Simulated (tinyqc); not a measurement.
Hubbard ring of 4 sites, step by step. Computed by tinyqc, a small Python program that keeps every step. Settings: hopping = 1.01, U = 1.7, mixing = 1, iteration cap = 72. Command: `OMP_NUM_THREADS=1 python tinyqc.py 25427 25428 out.jsonl` (the two numbers bound the seeds that draw the settings). One thread of a shared host (Intel(R) Xeon(R) Processor @ 2.60GHz), about 0.2 s of CPU time with the checks. Later iterations appear only in the table of the cycle.

## Mean-field iteration 1

one-body matrix (hopping and site energies) (eV):
```
           1          2          3          4
1   0.000000  -1.010000   0.000000  -1.010000
2  -1.010000   0.000000  -1.010000   0.000000
3   0.000000  -1.010000   0.000000  -1.010000
4  -1.010000   0.000000  -1.010000   0.000000
```

U = 1.700000 eV

electrons, up and down: 2  2

mixing = 1

n(up) at the start (a guess, not normalised): 1 0.500000, 2 0.500000, 3 0.500000, 4 0.500000

n(down) at the start (a guess): 1 0.500000, 2 0.500000, 3 0.500000, 4 0.500000

H(up) = T + U n(down), H(down) = T + U n(up); fill the lowest levels; n(new) = n + mixing (n(out) - n); E = tr T (rho up + rho down) + U sum n_up n_down of the output.

levels, up (eV): -1.170000  0.850000  0.850000  2.870000

levels, down (eV): -1.170000  0.850000  0.850000  2.870000

energy = -2.088984 eV

n(up) after iteration 1: 1 0.307869, 2 0.692131, 3 0.307869, 4 0.692131

n(down) after iteration 1: 1 0.307869, 2 0.692131, 3 0.307869, 4 0.692131

The highest filled level is degenerate with an empty one, so which vector is filled is an arbitrary choice.

## Mean-field iteration 2

As before.

levels, up (eV): -1.196236  0.523378  1.176622  2.896236

levels, down (eV): -1.196236  0.523378  1.176622  2.896236

energy = -1.716695 eV

n(up) after iteration 2: 1 0.789905, 2 0.210095, 3 0.789905, 4 0.210095

n(down) after iteration 2: 1 0.789905, 2 0.210095, 3 0.789905, 4 0.210095

## Mean-field iteration 3

As before.

levels, up (eV): -1.229252  0.357161  1.342839  2.929252

levels, down (eV): -1.229252  0.357161  1.342839  2.929252

energy = -1.574522 eV

n(up) after iteration 3: 1 0.190743, 2 0.809257, 3 0.190743, 4 0.809257

n(down) after iteration 3: 1 0.190743, 2 0.809257, 3 0.190743, 4 0.809257

## Convergence

Each step fills the lowest levels of T + U n(other spin) and sets n(new) = n + mixing (n(out) - n); stop when output and input agree to 1e-8.

Course of the cycle:
```
iteration       E (eV)  largest |n(out) - n(in)|  mean |n_up - n_down|
1          -2.08898390                  1.92e-01              0.000000
2          -1.71669455                  4.82e-01              0.000000
3          -1.57452225                  5.99e-01              0.000000
4          -1.54369420                  6.22e-01              0.000000
5          -1.53768986                  6.27e-01              0.000000
6          -1.53654293                  6.27e-01              0.000000
7          -1.53632464                  6.28e-01              0.000000
8          -1.53628313                  6.28e-01              0.000000
9          -1.53627524                  6.28e-01              0.000000
10         -1.53627373                  6.28e-01              0.000000
11         -1.53627345                  6.28e-01              0.000000
...                ...                       ...                   ...
62         -1.53627338                  6.28e-01              0.000000
63         -1.53627338                  6.28e-01              0.000000
64         -1.53627338                  6.28e-01              0.000000
65         -1.53627338                  6.28e-01              0.000000
66         -1.53627338                  6.28e-01              0.000000
67         -1.53627338                  6.28e-01              0.000000
68         -1.53627338                  6.28e-01              0.000000
69         -1.53627338                  6.28e-01              0.000000
70         -1.53627338                  6.28e-01              0.000000
71         -1.53627338                  6.28e-01              0.000000
72         -1.53627338                  6.28e-01              0.000000
```

Not converged within 72 iterations: the residual has stopped falling. The lowest mean-field energy found from random starts is -2.87583 eV. Reruns (cap 100 unless said): mixing 0.2: not converged; mixing 0.5: not converged; mixing 0.9: not converged; the original settings with a cap of 400: not converged.

## Exact diagonalisation (36 states)

Lowest levels of the sector, and the double occupancy of the lowest state.

lowest levels (eV): -3.007313  -2.894977  -2.263782  -2.009008  -1.341552  -1.341552

double occupancy per site = 0.122179

## The lowest level by Lanczos steps

From a random start vector (not printed): a_j = <q_j|H|q_j>, b_j = norm of the remainder after orthogonalising; the Ritz value is the lowest eigenvalue of the tridiagonal matrix of a and b so far.

Lanczos:
```
j   a_j (eV)  b_j (eV)  lowest Ritz value (eV)
1   0.949056  2.200808              0.94905638
2   2.404508  2.607086             -0.64122150
3   1.932674  2.917917             -1.52244760
4   1.318500  1.720764             -2.39233121
5   2.137793  2.758179             -2.56940725
6   0.629934  2.451293             -2.74259747
7   2.049384  1.829995             -2.93574483
8   2.146447  2.253107             -2.98488397
9   1.838475  2.066952             -3.00060536
10  1.865008  2.145505             -3.00546484
```
